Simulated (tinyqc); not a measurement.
## Pinning factor and decay constant from two barriers

Inverse problem. phiB = S (phiM - chi) + (1 - S)(Eg - E0) with S = 1/(1 + (1/S0 - 1) exp(-be ti)). Find S0, S at the given thickness and be.

Parameters, values chosen for the exercise; semiconductor values close to those of silicon; interlayer mass of the order of that in strontium titanate, offset chosen freely:
- Eg = 1.13 eV (band gap)
- chi = 3.98 eV (electron affinity)
- E0 = 0.35 eV (charge-neutrality level above the valence band)
- phiM = 3.97 eV (metal work function)

phiB at ti = 0, 0.4 nm (eV): 0.5667  0.43112656

Answer. Each barrier gives its S by linear interpolation between the pinned and the unpinned value; the ratio of the two values of 1/S - 1 is exp(be ti).

S0 = 0.270
S = 0.442
be = 1.90 1/nm

Program tinyqc, `OMP_NUM_THREADS=1 python tinyqc.py 2270134 2270135 out.jsonl`; Intel Xeon 2.30GHz, shared host, one thread, about 0.04 s.
